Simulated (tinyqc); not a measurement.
Comparisons within one model: Brillouin zone and empty-lattice bands of the fcc structure. A value that a table varies takes the place of the one given here.

Primitive vectors a (0,1/2,1/2), a (1/2,0,1/2), a (1/2,1/2,0); one atom. Reciprocal vectors obey a_i.b_j = 2 pi delta_ij; k is given in units of 2 pi/a. Empty-lattice levels are c0 (2 pi/a)^2 |k + G|^2, c0 = hbar^2/2m0. Points: X = (1, 0, 0), L = (0.5, 0.5, 0.5), K = (0.75, 0.75, 0), W = (1, 0.5, 0), U = (1, 0.25, 0.25).

Constants: hbar^2/2m0 = 3.80998211 eV angstrom^2.

Inputs chosen for the exercise (out of a larger set: lattice near that of Pb; not measured data): a = 4.98 angstrom (lattice constant).

## Electron counts at which the sphere reaches the zone

Z = V kF^3/(3 pi^2), V the volume of the primitive cell, with kF = |k| of each point.

Results:
```
point  |k| (2 pi/a)  Z per atom  EF there (eV)
X            1.0000       2.094          6.065
L            0.8660       1.360          4.549
K            1.0607       2.499          6.823
W            1.1180       2.927          7.581
U            1.0607       2.499          6.823
```

The sphere first touches the zone at L, for Z = 1.360, and covers it at W, for Z = 2.927, while the zone itself holds 2 electrons per atom. These counts do not depend on a. First contact at 1.36 (fcc) and 1.48 (bcc) is the free-electron argument for the Hume-Rothery limits of brasses.

## Empty-lattice bands from Gamma to K

k = f x K; the eight lowest levels, degenerate ones repeated.

Levels (eV):
```
f         1      2      3      4      5      6      7      8
0.000  0.00  18.19  18.19  18.19  18.19  18.19  18.19  18.19
0.167  0.19  15.35  15.35  18.38  18.38  18.38  18.38  21.42
0.333  0.76  12.89  12.89  18.95  18.95  18.95  18.95  18.95
0.500  1.71  10.80  10.80  16.87  16.87  19.90  19.90  19.90
0.667  3.03   9.10   9.10  15.16  15.16  21.23  21.23  21.23
0.833  4.74   7.77   7.77  13.84  13.84  22.93  22.93  22.93
1.000  6.82   6.82   6.82  12.89  12.89  18.95  25.02  25.02
```

Band 1 is the parabola f^2 x 6.82 eV. The next levels start from the first shell of G at 18.19 eV; a branch falls at first if its G has a component against k, and branches cross. The second level ends at 6.82 eV and meets band 1 at the zone surface.

tinyqc: `OMP_NUM_THREADS=1 python tinyqc.py 1880608 1880609 out.jsonl`; about 0.01 s, one thread, shared Intel(R) Xeon(R) Processor @ 2.30GHz.
